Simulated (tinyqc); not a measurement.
Planar ballistic transistor, top-of-the-barrier model: two steps of the calculation.

At the top of the source barrier, states moving towards the drain are filled by the source (Fermi level 0) and states moving back by the drain (Fermi level -q Vd); nothing scatters. U is the shift of the band edge there, set by the capacitances CG, CD and CS (the total) and by the charge. Parabolic two-dimensional band; the source is grounded.

Values chosen for this exercise; mass and valleys close to those of indium arsenide: temperature T = 300 K; effective mass m = 0.0295 m0; valley degeneracy gv = 1; relative permittivity of the gate insulator eox = 3.9; insulator thickness tox = 2.1 nm; gate control CG/CS aG = 0.96; drain control CD/CS aD = 0.021; band edge at the barrier top above the source Fermi level at zero bias E0 = 0.25 eV; gate voltage Vg = 0.4 V; drain voltage Vd = 0.1 V.

Constants: q = 1.602176634e-19 C, kB = 1.380649e-23 J/K, hbar = 1.054571817e-34 J s, m0 = 9.1093837015e-31 kg, Vt = kB T/q, eps0 = 8.8541878128e-14 F/cm where lengths are in cm. Results are converted to the units shown.

Task 1. Density of states, capacitances and charge at zero bias. N0 = gv m kB T/(pi hbar^2), CG = eps0 eox/tox, vT = sqrt(2 kB T/(pi m)), CS = CG/aG, n0 = n at U = 0 and Vd = 0. eta1 = -(E0 + U)/Vt, eta2 = eta1 - Vd/Vt, n = (N0/2)[F_0(eta1) + F_0(eta2)], F_0(x) = ln(1 + exp x). UL = -(aG Vg + aD Vd).

Give: N0; CG; CS; n0; UL.

Result 1.

N0 = 3.186e11 cm^-2
CG = 1.644 uF/cm^2
CS = 1.713 uF/cm^2
n0 = 2.011e7 cm^-2
UL = -0.3861 eV

Task 2. Current, mean velocity and share of the gate voltage. I = q (N0/2) vT [F_(1/2)(eta1) - F_(1/2)(eta2)] per width, F_(1/2)(x) = (2/sqrt(pi)) int_0^infinity u^(1/2)/(1 + exp(u - x)) du. Mean velocity I/(q n). CQ = (q/Vt) dn/d(eta1); the band edge follows the gate as -dU/dVg = aG/(1 + CQ/CS).

converged U = -0.33211723 eV

Give: eta1; n; I; mean velocity; CQ; -dU/dVg.

Result 2.

eta1 = 3.176
n = 5.771e11 cm^-2
I = 350.9 uA/um
mean velocity = 3.795e7 cm/s
CQ = 1.277 uF/cm^2
-dU/dVg = 0.5500 eV/V

The carriers from the source are degenerate (eta1 = 3.18), and the mean velocity is 1.21 times vT = sqrt(2 kB T/(pi m)) = 3.13e7 cm/s. The drain fills a good part of the returning states, which lowers the mean.

Program tinyqc, `OMP_NUM_THREADS=1 python tinyqc.py 2400003 2400004 out.jsonl`; Intel Xeon 2.30GHz, shared host, one thread, about 0.01 s.
